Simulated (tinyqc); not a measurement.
Wannier function of the lower band of a two-orbital chain, step by step. Values are carried at full precision from step to step, so a last printed digit may differ when a step is redone from the rounded ones.

H(k) = [[-d/2 - 2 ta cos k, -t1 - t2 exp(-ik)], [-t1 - t2 exp(ik), d/2 - 2 tb cos k]], k in 1/a, Bloch sums with exp(ikR) and without the positions inside the cell. Mesh k_j = 2 pi j/N. Projection gauge: each lower eigenvector u is multiplied by the phase that makes <trial|u> real and positive (the one-band case of Loewdin orthogonalisation). Wannier amplitudes w(R) = (1/N) sum_k exp(ikR) u(k); hoppings H(R) = (1/N) sum_k exp(-ikR) E(k).

Inputs chosen for the exercise:
```
symbol  value  unit      meaning
d       -0.75  eV        A at -d/2, B at +d/2
t1      1.33   eV        A-B in the cell
t2      1.51   eV        B to A of the next cell
ta      0.09   eV        A-A between cells
tb      0.37   eV        B-B between cells
N       6                k points
th      70     degrees   trial orbital cos(th) A + sin(th) B in cell 0
xb      0.52   a         position of B (A at 0)
a       4.2    angstrom  period
kq      1.83   1/a       point off the mesh
```

## Bloch states in the projection gauge

Diagonalise at each mesh point and fix the phase.

Mesh:
```
j  E lower (eV)  E upper (eV)               u_A               u_B  |<trial|u>|
0       -3.3746        2.4546           0.62260           0.78254       0.9483
1       -2.7445        2.2845  0.57178-0.26583i  0.77009+0.09675i       0.9192
2       -1.2177        1.6777  0.39716-0.51098i  0.73931+0.18598i       0.8306
3        0.2565        0.6635          -0.51635           0.85638       0.6281
4       -1.2177        1.6777  0.39716+0.51098i  0.73931-0.18598i       0.8306
5       -2.7445        2.2845  0.57178+0.26583i  0.77009-0.09675i       0.9192
```

The projection is smallest at j = 3 (0.6281); the gauge is smooth as long as it stays away from zero.

## The Wannier function

w(R) = (1/N) sum_j exp(2 pi i j R/N) u_j, for the N cells nearest the origin; it is real.

Amplitudes:
```
R      on A     on B
-2  -0.0730  -0.0042
-1  -0.0053   0.0744
0    0.3407   0.7763
1    0.4432  -0.0888
2   -0.2146   0.0473
3    0.1316  -0.0226
```

norm = 1.0000

Cell 0 holds 71.9 % of the weight.

## Centre and spread in real space

Point-like orbitals at R (A) and R + xb (B): centre <x>, spread <x^2> - <x>^2.

centre in units of a = 0.660
centre in angstrom = 2.771
spread = 5.740 angstrom^2

## The same from overlaps (Marzari-Vanderbilt)

b = 2 pi/N; M_j = u_j^+ diag(1, exp(-i b xb)) u_(j+1), with u_N = u_0. Centre = -(1/2 pi) sum arg M_j; gauge-invariant part Omega_I = (1/(N b^2)) sum (1 - |M_j|^2); gauge-dependent part Omega_D = (1/(N b^2)) sum (arg M_j + b centre)^2.

Overlaps:
```
j   |M_j|  arg M_j (rad)
0  0.9999        -0.4257
1  0.9994        -0.4442
2  0.7711        -1.2352
3  0.7711        -1.2352
4  0.9994        -0.4442
5  0.9999        -0.4257
```

centre from overlaps = 0.670 a
Omega_I = 0.1236 a^2
Omega_D = 0.1298 a^2

The centre is the Berry phase over 2 pi and does not depend on the trial orbital (modulo a). Omega_D is 51.2 % of the total; in one dimension a gauge that spreads the phase evenly removes it. The total is 0.2534 a^2, against 1.0243 a^2 (centre 0.678 a) in real space on 96 cells.

## Hoppings and interpolation

H(R) = (1/N) sum_j E_j cos(2 pi j R/N) for R = 0 to N/2. Interpolation: E(k) = H(0) + 2 sum H(R) cos(kR), the term R = N/2 of an even mesh counted once.

H(0), H(1), ... (eV): [-1.8404, -0.8596, 0.1407, -0.0963]

interpolated E(kq) = -1.7117 eV

The exact value is -1.6460 eV; the interpolation is off by -65.7 meV. Though the chain has short hoppings, the single band has longer ones, made by paths through the other orbital, which the tails of the Wannier function carry.

## Checks

- Centre from overlaps against the real-space centre on 200 points: 0.6782 against 0.6783.
- Omega_I + Omega_D against the real-space spread on 200 points: both 1.02.

Program tinyqc; command `OMP_NUM_THREADS=1 python tinyqc.py 1452495 1452496 out.jsonl`; about 0.1 s on one thread of a shared Intel(R) Xeon(R) Processor @ 2.30GHz.
